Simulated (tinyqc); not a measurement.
Surface potential of a MOS transistor: implicit equation and explicit approximations: one step of the calculation.

p-type body, charge-sheet picture, depletion and inversion only, full ionisation (an idealisation for deep acceptors), Boltzmann statistics (rough once Na exp(x - xn) passes about Nc/7). In units of Vt: xg = (Vg - Vfb)/Vt, x = psi/Vt, G = gamma/sqrt(Vt), xn = (2 phiF + Vc)/Vt. The implicit equation is (xg - x)^2 = G^2 [x - 1 + exp(x - xn)] for x above about 3. Cox = eps0 eox/tox.

Problem. Explicit approximation. Depletion value a = 1 + [sqrt(G^2/4 + xg - 1) - G/2]^2; inversion value b = xn + ln[(xg - xn)^2/G^2 - xn + 1] and first guess y = min(a, b) - ln(1 + exp(-|a - b|)) if a > xn + 1, else b = y = a; one second-order correction with D = exp(y - xn), p = 2 (xg - y) + G^2 (1 + D), w = (xg - y)^2 - G^2 (y - 1 + D): z = y + 2 w/(p + sqrt(p^2 - 2 (2 - G^2 D) w)), or the Newton step z = y + w/p where the root is not real.

G = 10.328075
xn = 68.898286
xg = 149.46619

Give: a; b; y; p; w; z.

Solution.

a = 66.12
b = 66.12
y = 66.12
p = 280.0
w = -6.636
z = 66.10

The root of the implicit equation is x = 66.0974; y misses it by 0.024 and z by -5.2e-8, in units of Vt.

Program tinyqc, `OMP_NUM_THREADS=1 python tinyqc.py 2122075 2122076 out.jsonl`; Intel Xeon 2.30GHz, shared host, one thread, about 0.01 s.
